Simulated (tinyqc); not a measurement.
Worked calculation: Raman shift of the zone-centre optical phonon of a diamond-structure crystal under stress. Computed by tinyqc, a small Python program that keeps every step. Command: `OMP_NUM_THREADS=1 python tinyqc.py 3016655 3016656 out.jsonl ramanstress walk`. One thread of a shared host (Intel(R) Xeon(R) Processor @ 2.30GHz), about 0.01 s of CPU time with the checks. Intermediate numbers are printed to about 6 digits and carried at full precision; extremes and crossings named in words are read from the listed rows.

Axes x, y, z are the cube axes. Strain shifts the threefold optical mode and can split it; p, q and r are the phonon deformation potentials.

Inputs (values chosen for the exercise, modelled on silicon):

| quantity | value | unit |
|---|---|---|
| unstrained frequency omega_0 | 520 | 1/cm |
| p/omega_0^2 | -1.84 | - |
| q/omega_0^2 | -2.33 | - |
| r/omega_0^2 | -0.678 | - |
| C11 | 168 | GPa |
| C12 | 63.36 | GPa |
| C44 | 79.62 | GPa |
| stress sigma (tension positive) | 1.3 | GPa |
| polarisation angle phi | 45 | degree |
| temperature coefficient d omega/dT | -0.023 | 1/(cm K) |
| local temperature T | 310 | K |
| laser wavelength | 514.5 | nm |

Stress state: uniaxial. Axis: [100].

Constants: h = 6.62607015e-34 J s; c = 299792458 m/s; k_B = 1.380649e-23 J/K.

## Compliances

S11 = (C11 + C12)/D, S12 = -C12/D, D = (C11 - C12)(C11 + 2 C12), S44 = 1/C44.

S11 = 7.50207 1/TPa

S12 = -2.05451 1/TPa

S44 = 12.5597 1/TPa

## Stress and strain tensors

Uniaxial stress along the unit vector n of the axis: sigma_ij = sigma n_i n_j. eps_xx = S11 sigma_xx + S12 (sigma_yy + sigma_zz), and cyclic; eps_xy = S44 sigma_xy/2 (tensor strain).

stress (GPa):
```
     x    y    z
x  1.3  0.0  0.0
y  0.0  0.0  0.0
z  0.0  0.0  0.0
```

strain (per mille):
```
         x         y         z
x  9.75269   0.00000   0.00000
y  0.00000  -2.67086   0.00000
z  0.00000   0.00000  -2.67086
```

volume strain = 4.41097 per mille

## Secular matrix and shifts

Secular matrix: M_xx = p eps_xx + q (eps_yy + eps_zz), M_xy = 2 r eps_xy; its eigenvalues are omega^2 - omega_0^2, and the shifts are these over 2 omega_0.

M/(2 omega_0) (1/cm):
```
          x         y         z
x  -1.42967   0.00000   0.00000
y   0.00000  -3.01243   0.00000
z   0.00000   0.00000  -3.01243
```

shifts, in rising order (1/cm): -3.01243  -3.01243  -1.42967

The triplet splits into a singlet and a doublet. Tension softens every mode.

## Mean shift and Grueneisen parameter

gamma = -(p + 2q)/(6 omega_0^2); the mean of the three shifts is -gamma omega_0 x (volume strain).

mode Grueneisen parameter gamma = 1.08333

mean shift = -2.48484 1/cm

## The line seen from a (001) surface

Backscattering from a (001) surface: incident polarisation (cos phi, sin phi, 0). With Raman tensors (R_z)_xy = (R_z)_yx = 1 and cyclic, only the z component u_z of a mode counts: I = u_z^2 sin^2(2 phi) for parallel and u_z^2 cos^2(2 phi) for crossed polarisers. An unresolved line sits at the intensity-weighted shift, which is M_zz/(2 omega_0).

total intensity, parallel = 1

total intensity, crossed = 0

shift of the observed line = -3.01243 1/cm

shift per stress = -2.31725 1/(cm GPa)

stress per shift = -431.545 MPa cm

The z-polarised mode is an eigenmode here, so one line is seen.

## The same stress in different states

Uniaxial: sigma n n^T; biaxial: sigma (1 - n n^T); hydrostatic: sigma 1. The line seen from (001) is taken as unresolved, at the intensity-weighted shift M_zz/(2 omega_0).

Shifts (1/cm):

| state | lowest | middle | highest | line seen from (001) |
|---|---|---|---|---|
| uniaxial [100] | -3.01243 | -3.01243 | -1.42967 | -3.01243 |
| uniaxial [110] | -3.66016 | -3.01243 | -0.78194 | -3.01243 |
| uniaxial [001] | -3.01243 | -3.01243 | -1.42967 | -1.42967 |
| uniaxial [111] | -4.40366 | -1.52544 | -1.52544 | -2.48484 |
| biaxial, normal [001] | -6.02486 | -4.44210 | -4.44210 | -6.02486 |
| biaxial, normal [111] | -5.92910 | -5.92910 | -3.05087 | -4.96969 |
| hydrostatic | -7.45453 | -7.45453 | -7.45453 | -7.45453 |

Seen from (001), uniaxial stress along [100] and along [110] give the same shift (-3.012), and equal biaxial stress in the plane gives twice as much (-6.025), since only sigma_xx + sigma_yy and sigma_zz enter M_zz. Stress along [001] gives -1.430. One measured shift therefore fixes the stress only once its state is assumed: read as uniaxial in the plane, a shift implies twice the stress that it does read as biaxial.

## Heating mistaken for stress

A temperature above 300 K shifts the line by (d omega/dT)(T - 300 K); divided by the shift per stress it poses as a stress; the total shift adds it to the shift of the observed line. The anti-Stokes to Stokes ratio is [(omega_L + omega_0)/(omega_L - omega_0)]^3 exp(-h c omega_0/(k_B T)) in photon counts, omega_L = 1/wavelength, resonance effects left out.

thermal shift = -0.23 1/cm

apparent stress from heating = 0.0992554 GPa

total shift = -3.24243 1/cm

anti-Stokes/Stokes ratio = 0.105097

Heating poses as tension, 8 % of the true stress in size; the intensity ratio gives T apart from the shift.

Checks made by the program: mean of the eigenvalues against the trace rule (relative difference below 1e-10); weighted mean of the modes against M_zz (relative difference below 1e-10).
